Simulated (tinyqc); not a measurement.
Thin-film optics by transfer matrices: sweeps and comparisons. A value that a table varies takes the place of the one given here.

Indices N = n + i k. Snell: N0 sin(theta) = N_j sin(theta_j), with Im(N_j cos theta_j) >= 0. Admittance y_j = N_j cos theta_j for s and N_j/cos theta_j for p. Phase delta_j = 2 pi N_j cos theta_j d_j/lambda. Layer matrix [[cos delta, -i sin delta/y], [-i y sin delta, cos delta]], multiplied from the top down to M. (B, C) = M (1, y_sub); r = (y0 B - C)/(y0 B + C), R = |r|^2, T = 4 Re y0 Re y_sub/|y0 B + C|^2, absorbed in the films 1 - R - T.

Ellipsometry: rho = tan(Psi) exp(i Delta) = -conj(r_p/r_s) with the r of the admittance formula, Delta in 0 to 360 degrees, so that a bare dielectric at small angles gives Delta = 180.

Inputs chosen for the exercise (indices near those of Si3N4, SiO2 on Si; the results hold for these values, not for the real material): lam = 365 nm (vacuum wavelength); n0 = 1 (ambient index); n = (2.065, 1.459, 6.613) (n of Si3N4, SiO2, substrate); k = (0, 0, 2.615) (k in the same order); d = (64.3, 239) nm (thicknesses, top first); theta = 60 degrees (angle of incidence); pol = p (polarisation).

## Swing curve: thickness of the top film

The first entry of d takes the values listed.

Stack:
```
d_1 (nm)       R       T  absorbed
64.3      0.4772  0.5228    0.0000
80.5      0.4306  0.5694    0.0000
96.8      0.4186  0.5814    0.0000
113.0     0.4566  0.5434    0.0000
129.2     0.4991  0.5009    0.0000
145.4     0.5081  0.4919    0.0000
161.7     0.4771  0.5229    0.0000
177.9     0.4305  0.5695    0.0000
194.1     0.4185  0.5815    0.0000
210.3     0.4564  0.5436    0.0000
226.6     0.4992  0.5008    0.0000
242.8     0.5081  0.4919    0.0000
259.0     0.4772  0.5228    0.0000
```

R swings between 0.4185 and 0.5081 on these points. The period is lambda/(2 Re(N_1 cos theta_1)) = 97.4 nm, six rows. The film does not absorb, so the swing repeats exactly. The swing ratio (max - min)/mean is 0.19.

## Angle of incidence

Both polarisations.

Stack:
```
theta (degrees)     R_s     R_p    Psi   Delta
0                0.2556  0.2556  45.00  180.00
15               0.1841  0.1885  45.34  181.76
30               0.1671  0.1844  46.41  161.90
45               0.6087  0.4045  39.19  140.08
55               0.8057  0.4792  37.64  133.80
60               0.8596  0.4772  36.69  131.57
65               0.8967  0.4488  35.28  129.25
70               0.9239  0.3934  33.13  125.78
75               0.9455  0.3131  29.92  118.68
80               0.9644  0.2249  25.78  100.79
85               0.9823  0.2336  26.00   56.03
```

R_s and R_p agree at normal incidence (0.2556). R_p is lowest at 30 degrees of those listed (0.1844), where R_s = 0.1671: the two are within a factor 2 of each other, so the minimum selects polarisation poorly. R_s does not rise steadily, because the phase thickness of the films changes with the angle. R_p exceeds R_s at 15 and 30 degrees, where Psi is above 45.

## Sensitivity of the reflectance

R for both polarisations. Each row changes one parameter from the base and keeps the others.

Results:
```
case                          R_s     R_p     T_s
base                       0.8596  0.4772  0.1404
d = (69.3, 239) nm         0.8255  0.4624  0.1745
n = (2.106, 1.459, 6.613)  0.8573  0.4798  0.1427
k = (0, 0, 2.887)          0.8629  0.4870  0.1371
lam = 370 nm               0.8712  0.4870  0.1288
theta = 65 degrees         0.8967  0.4488  0.1033
```

The largest shifts from the base row, up to three for each result and ties (the steps differ in size, so this ranks the rows, not the parameters). R_s: theta +0.0371, d -0.0341, lam +0.0116. R_p: theta -0.0284, d -0.0148, k +0.0098. T_s: theta -0.0371, d +0.0341, lam -0.0116.

Computed by tinyqc, a small Python program: `OMP_NUM_THREADS=1 python tinyqc.py 1681713 1681714 out.jsonl` (the numbers bound the seed that draws the inputs); one thread of a shared host (Intel(R) Xeon(R) Processor @ 2.30GHz), about 0.01 s for the whole set of steps.
